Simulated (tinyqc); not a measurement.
# Current crowding under a contact, resistor ladder against the transmission-line model: effect of the sheet resistance

A metal contact of length d and width W on a thin layer of the same width. The metal has no resistance, the sheet resistance under it equals Rsh, and current enters the layer at the front edge x = 0.

Transfer length Lt = sqrt(rc/Rsh); front resistance Rc = (Rsh Lt/W) coth(d/Lt); end resistance Re = (Rsh Lt/W)/sinh(d/Lt).

Values chosen for this exercise: specific contact resistivity rc = 9e-9 ohm cm^2; contact length d = 0.32 um; contact width W = 1.6 um.

Result of one run:
```
Rsh (ohm/sq)  Lt (um)   d/Lt  Rc W (ohm um)  Re W (ohm um)
12             0.2739  1.168          3.989          2.262
```

What becomes of these results when the sheet resistance of the semiconductor layer Rsh is changed from 12 to 190 ohm/sq, all else the same?

Result of the changed run:
```
Rsh (ohm/sq)  Lt (um)   d/Lt  Rc W (ohm um)  Re W (ohm um)
190           0.06882  4.649          13.08         0.2502
```

The whole series:
```
Rsh (ohm/sq)  Lt (um)    d/Lt  Rc W (ohm um)  Re W (ohm um)
1.9            0.6882  0.4649          3.012          2.714
4.7            0.4376  0.7313          3.297          2.577
12             0.2739   1.168          3.989          2.262
30             0.1732   1.848          5.461          1.680
77             0.1081   2.960          8.370         0.8652
190           0.06882   4.649          13.08         0.2502
490           0.04286   7.467          21.00        0.02402
1200          0.02739   11.68          32.86       5.535e-4
```

Rc W rises from 3.01 to 32.9 ohm um while Re W falls from 2.71 to 5.54e-4 ohm um; for Rsh going to zero both tend to rc/d = 2.81 ohm um. A larger Rsh shortens Lt and crowds the current to the front edge.

Program tinyqc, `OMP_NUM_THREADS=1 python tinyqc.py 2760157 2760158 out.jsonl`; Intel Xeon 2.30GHz, shared host, one thread, about 0.01 s.
